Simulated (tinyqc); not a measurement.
Gaussian against the exact two-step profile: two-step dopant diffusion (predeposition and drive-in) with a constant diffusivity. Computed by tinyqc, a small Python program. Command: `OMP_NUM_THREADS=1 python tinyqc.py 3025720 3025721 out.jsonl dopdiff walk`. One thread of a shared host (Intel(R) Xeon(R) Processor @ 2.30GHz), about 0.07 s of CPU time with the checks.

Fick diffusion into a half space x > 0 whose background doping C_B is of the opposite type, so that a junction lies where C = C_B.

Inputs (values chosen for the exercise, modelled on gallium in silicon):

| quantity | value | unit |
|---|---|---|
| prefactor D0 | 0.315 | cm^2/s |
| activation energy E | 3.41 | eV |
| surface concentration C_s | 1.7e+19 | 1/cm^3 |
| background doping C_B | 9.1e+15 | 1/cm^3 |
| predeposition temperature T1 | 925 | C |
| predeposition time t1 | 45 | min |
| drive-in temperature T2 | 1050 | C |
| drive-in time t2 | 30 | min |
| ramp rate | 20 | C/min |
| stand-by temperature | 800 | C |

Furnace ramps of the drive-in: linear ramps.

Constants: k_B = 8.617333262e-05 eV/K.

Method:
- D = D0 exp(-E/(k_B T)).
- Temperatures in kelvin are T(C) + 273.15.
- Times in seconds are 60 times the minutes.
- One ramp between the stand-by temperature and T2 adds int D dT / rate (40-point Gauss-Legendre); the usual estimate counts it as an extra time k_B T2^2/(E rate) at T2. (Dt)2 = D2 t2 + two ramps, times in seconds.
- C = C_s erfc(x/(2 sqrt(D1 t1))); dose Q = 2 C_s sqrt(D1 t1/pi); the junction solves erfc(z) = C_B/C_s with x_j = 2 z sqrt(D1 t1).
- With a sealed surface and a thin source, C = Q/sqrt(pi (Dt)2) exp(-x^2/(4 (Dt)2)); x_j = 2 sqrt((Dt)2 ln(C(0)/C_B)); gradient at the junction |dC/dx| = C_B x_j/(2 (Dt)2).
- Exact two-step profile: C = (2 C_s/pi) int_0^alpha exp(-beta (1 + u^2))/(1 + u^2) du with alpha = sqrt(D1 t1/(Dt)2), beta = x^2/(4 (D1 t1 + (Dt)2)).
- The integral takes 48 Gauss-Legendre points; solve C(x) = C_B.
- Gaussian: C = Q/sqrt(pi (Dt)2) exp(-x^2/(4 (Dt)2)).
- Depths are fractions of the Gaussian x_j.

surface concentration C(0) (Gaussian) = 2.61037e+18 1/cm^3

junction depth x_j = 0.387366 um

drive-in budget (Dt)2 = 6.62897e-11 cm^2

product D1 t1 = 3.85649e-12 cm^2

exact junction depth = 0.394219 um

Profiles:

| x/x_j | x (um) | Gaussian (1/cm^3) | exact (1/cm^3) | ratio |
|---|---|---|---|---|
| 0.0 | 0.00000 | 2.6104e+18 | 2.5614e+18 | 1.0191 |
| 0.2 | 0.07747 | 2.0816e+18 | 2.0597e+18 | 1.0106 |
| 0.4 | 0.15495 | 1.0555e+18 | 1.0711e+18 | 0.9855 |
| 0.6 | 0.23242 | 3.4036e+17 | 3.6028e+17 | 0.9447 |
| 0.8 | 0.30989 | 6.9791e+16 | 7.8418e+16 | 0.8900 |
| 1.0 | 0.38737 | 9.1000e+15 | 1.1051e+16 | 0.8235 |
| 1.2 | 0.46484 | 7.5452e+14 | 1.0089e+15 | 0.7478 |

What does the comparison show, and why?

With D1 t1/(Dt)2 = 0.058, the Gaussian is 1.9 % high at the surface and 18 % low at its own junction; the exact junction lies at 0.3942 um, 1.8 % deeper. The dose is the same, but the real source already has a width, which carries into the tail. Caution: C_s exceeds the intrinsic carrier density of silicon at the predeposition temperature (2e18 to 1e19 per cm^3), where real diffusivities rise with concentration and profiles turn box-like.
